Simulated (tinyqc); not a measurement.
Inside a calculation. Model: specific resistance of a metal-semiconductor contact and its transmission-line measurement. Computed by tinyqc, a small Python program that keeps every step. Command: `OMP_NUM_THREADS=1 python tinyqc.py 3005027 3005028 out.jsonl contact walk`. One thread of a shared host (Intel(R) Xeon(R) Processor @ 2.30GHz), about 0.01 s of CPU time with the checks. Intermediate numbers are printed to about 6 digits and carried at full precision; extremes and crossings named in words are read from the listed rows.

The barrier is parabolic (depletion approximation), energies E are normal energies counted from the band edge in the neutral semiconductor (downwards for holes), and the bias is zero. xi is an input, held fixed when other inputs move.

Inputs (values chosen for the exercise, modelled on n-type germanium):
```
quantity                                           value          unit
tunnelling mass m                                   0.13           m_0
permittivity eps                                      16             -
Richardson constant A*                               138  A/(cm^2 K^2)
barrier height phi_B                                0.55            eV
doping N                                         9.3e+19        1/cm^3
Fermi level above the band edge in the bulk, xi     0.13            eV
temperature T                                        300             K
sheet resistance R_sh                                 52           ohm
contact length d                                      15    micrometre
contact width W                                     0.14    micrometre
```

Image-force lowering: left out.

Constants: hbar = 1.054571817e-34 J s; eps_0 = 8.8541878128e-12 F/m; m_0 = 9.1093837015e-31 kg; k_B = 8.617333262e-05 eV/K; e = 1.602176634e-19 C.

## Tunnelling energy and barrier

E_00 = (e hbar/2) sqrt(N/(eps eps_0 m)); band bending E_b = phi_B + xi; depletion width w = sqrt(2 eps eps_0 E_b/(e^2 N)).

E_00 = 124.147 meV

E_00/k_B T = 4.80223

depletion width = 3.59590 nm

barrier used, above the bulk band edge = 0.68 eV

By the usual rule this is thermionic-field emission (0.5 to 5 k_B T).

## Transmission and supply

WKB transmission for E < E_b, with a = E/E_b: D = exp{-(E_b/E_00) [sqrt(1 - a) - a ln((1 + sqrt(1 - a))/sqrt(a))]}; D = 1 above. f = 1/(1 + exp((E - xi)/k_B T)).

E, D, f and D f at E/E_b = 0.05, 0.15, 0.3, 0.45, 0.6, 0.75, 0.9, 0.98:
```
E/E_b  E (eV)         D            f          D f
0.05   0.0340  0.008720  9.76188e-01  8.51252e-03
0.15   0.1020  0.023903  7.47078e-01  1.78574e-02
0.30   0.2040  0.074682  5.40414e-02  4.03592e-03
0.45   0.3060  0.180772  1.10370e-03  1.99518e-04
0.60   0.4080  0.362703  2.13696e-05  7.75082e-06
0.75   0.5100  0.617473  4.13315e-07  2.55211e-07
0.90   0.6120  0.888796  7.99386e-09  7.10491e-09
0.98   0.6664  0.989684  9.74713e-10  9.64657e-10
```

Among these points D f is largest at E/E_b = 0.15; for a non-degenerate tail the peak lies at E/E_b = 1/cosh^2(E_00/k_B T) = 0.000, but it cannot fall far below the Fermi level.

## Specific contact resistance

At zero bias 1/rho_c = (e A*/k_B^2) int D(E) f(E) dE, f = 1/(1 + exp((E - xi)/k_B T)); 200 Gauss-Legendre points from 0 to E_b, and k_B T ln(1 + exp((xi - E_b)/k_B T)) for the part above the barrier; the share of tunnelling is the part below.

specific contact resistance rho_c = 2.12999e-08 ohm cm^2

share of tunnelling = 100.0000 %

rho_c by thermionic emission alone = 3.61381 ohm cm^2

Tunnelling lowers rho_c by a factor 1.70e8. The field-emission exponent (E_b - xi)/E_00 is 4.4, the thermionic one (E_b - xi)/k_B T is 21.3.

## Current crowding

Transmission-line model: transfer length L_T = sqrt(rho_c/R_sh); R_c = (R_sh L_T/W) coth(d/L_T). Limits: rho_c/(W d) for d << L_T, sqrt(rho_c R_sh)/W for d >> L_T.

transfer length L_T = 0.202389 micrometre

d/L_T = 74.1147

contact resistance R_c = 75.1730 ohm

R_c W = 10.5242 ohm micrometre

short-contact limit = 1.01428 ohm

long-contact limit = 75.1730 ohm

The contact is long: current crowds at the front edge, and more length does not help.

## A transmission-line measurement read back

Transmission-line model: transfer length L_T = sqrt(rho_c/R_sh); R_c = (R_sh L_T/W) coth(d/L_T). Two contacts a gap s apart give R = 2 R_c + R_sh s/W. A straight-line fit gives R_sh from the slope and R_c from the intercept; the simple reading takes L_x = R_c W/R_sh as the transfer length and rho_c = R_sh L_x^2.

Resistances:
```
gap s (micrometre)  R (ohm)
0.20                 224.63
0.40                 298.92
0.81                 451.20
1.60                 744.63
3.20                1338.92
```

L_x = 0.202389 micrometre

rho_c by the simple reading = 2.12999e-08 ohm cm^2

simple reading over true value = 1.000000

The simple reading is right, since coth(d/L_T) is 1 for so long a contact.

Checks made by the program: closed WKB exponent against numerical integration over the parabolic barrier (relative difference below 1e-10).
